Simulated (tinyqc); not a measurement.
Bandgap voltage reference from two bipolar transistors: one step of the calculation.

Two transistors of area 1 and N carry the same current I. Is(T) = Is (T/T0)^eta exp[(Vg0 q/kB)(1/T0 - 1/T)], VBE1 = Vt ln(I/Is(T)) + I rb, VBE2 = Vt ln(I/(N Is(T))) + I rb/N. The amplifier forces I R1(T) = VBE1 - VBE2 + Vos, with R(T) = R (1 + tc (T - T0)) for both resistors, and the output is Vref = VBE1 + I R2(T). Base currents and the Early effect are neglected.

Task. Operating point at the reference temperature. Vt = kB T/q; I = (Vt ln N + Vos)/(R1(T) - rb (1 - 1/N)). Evaluate at T = T0.

Values chosen for this exercise; values of the order met in silicon bipolar transistors:
```
symbol    value   unit                                                   meaning
T0          323      K                                     reference temperature
Vg0       1.196      V                      band-gap voltage extrapolated to 0 K
eta         3.2                   temperature exponent of the saturation current
Is      4.6e-16      A           saturation current of the unit transistor at T0
N             4                              area ratio of the second transistor
R1          4.8   kohm  resistor across which the difference of VBE falls, at T0
tc            0  ppm/K                 temperature coefficient of both resistors
Vos           0     mV                                   offset of the amplifier
rb            0    ohm                  series resistance of the unit transistor
R2        79.22   kohm                                     output resistor at T0
```

Constants: q = 1.602176634e-19 C, kB = 1.380649e-23 J/K. Results are converted to the units shown.

Give: Vt; I; Is(T); VBE1; I R2; Vref.

Result.

Vt = 0.027834 V
I = 8.0388 uA
Is(T) = 4.6000e-16 A
VBE1 = 0.65644 V
I R2 = 0.63683 V
Vref = 1.2933 V

Program tinyqc, `OMP_NUM_THREADS=1 python tinyqc.py 2062008 2062009 out.jsonl`; Intel Xeon 2.30GHz, shared host, one thread, about 0.03 s.
